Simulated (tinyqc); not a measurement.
Trench capacitor in an array: capacitance, non-linearity, leakage and relaxation: cell against the diameter of the hole.

A film between two metal electrodes, each interface adding a series capacitance ci. The small-signal permittivity is ek (1 + aq E^2); the field is found with the linear permittivity. Leakage J = J0 sinh(E/Ef). After a voltage step the film passes a relaxation current kr C V tt^(-nr), tt being the time in seconds. The sidewall is a coaxial capacitor with radii a = dm/2 - t and b = dm/2, depth AR dm; the end face is left out.

Per length 1/c = ln(b/a)/(2 pi eps0 ek) + (1/a + 1/b)/(2 pi ci); cell capacitance c AR dm; per footprint over pt^2; fields c V/(2 pi eps0 ek r) at r = a and b; resistance of the inner electrode rho AR dm/(pi a^2); time constant R C/3 of the distributed line. The pitch is scaled as pt dm/(73 nm).

Parameters, values chosen for the exercise; permittivity of the order of that of silicon nitride:
- ek = 7.85 (relative permittivity of the film)
- t = 15 nm (film thickness)
- ci = 180 uF/cm^2 (capacitance of each electrode interface (dead layer and screening))
- V = 2.1 V (bias)
- AR = 30 (aspect ratio, depth over diameter)
- pt = 100 nm (pitch of the square array)
- rho = 780 uohm cm (resistivity of the inner electrode)

Constants: eps0 = 8.8541878128e-14 F/cm where lengths are in cm. Results are converted to the units shown.

Result of one run:

| dm (nm) | cell capacitance (fF) | per footprint (uF/cm^2) | field at a (MV/cm) | field at b (MV/cm) | R (kohm) | R C/3 (ps) |
|---|---|---|---|---|---|---|
| 52 | 0.7874 | 15.52 | 2.207 | 0.9335 | 32.01 | 8.402 |

What becomes of these results when the diameter of the hole dm is changed from 52 to 300 nm, all else the same?

Result of the changed run:

| dm (nm) | cell capacitance (fF) | per footprint (uF/cm^2) | field at a (MV/cm) | field at b (MV/cm) | R (kohm) | R C/3 (ps) |
|---|---|---|---|---|---|---|
| 300 | 37.11 | 21.98 | 1.469 | 1.322 | 1.226 | 15.17 |

The whole series:

| dm (nm) | cell capacitance (fF) | per footprint (uF/cm^2) | field at a (MV/cm) | field at b (MV/cm) | R (kohm) | R C/3 (ps) |
|---|---|---|---|---|---|---|
| 39 | 0.3460 | 12.12 | 3.160 | 0.7292 | 143.5 | 16.54 |
| 52 | 0.7874 | 15.52 | 2.207 | 0.9335 | 32.01 | 8.402 |
| 70 | 1.630 | 17.73 | 1.866 | 1.066 | 13.03 | 7.082 |
| 93 | 3.112 | 19.17 | 1.703 | 1.153 | 6.981 | 7.242 |
| 130 | 6.458 | 20.36 | 1.593 | 1.225 | 3.873 | 8.338 |
| 170 | 11.41 | 21.04 | 1.537 | 1.266 | 2.584 | 9.830 |
| 220 | 19.56 | 21.54 | 1.500 | 1.296 | 1.816 | 11.84 |
| 300 | 37.11 | 21.98 | 1.469 | 1.322 | 1.226 | 15.17 |

As dm goes from 39 to 300, the cell capacitance rises from 0.346 to 37.1 fF, the capacitance per footprint rises from 12.1 to 22.0 uF/cm^2, the ratio of the two fields falls from 4.33 to 1.11 and R C/3 goes from 16.5 through a minimum of 7.08 (at dm = 70 among the rows listed) to 15.2 ps; the time constant goes as dm^(-2.36) between the first two rows and dm^(0.80) between the last two.

Program tinyqc, `OMP_NUM_THREADS=1 python tinyqc.py 2102091 2102092 out.jsonl`; Intel Xeon 2.30GHz, shared host, one thread, about 0.01 s.
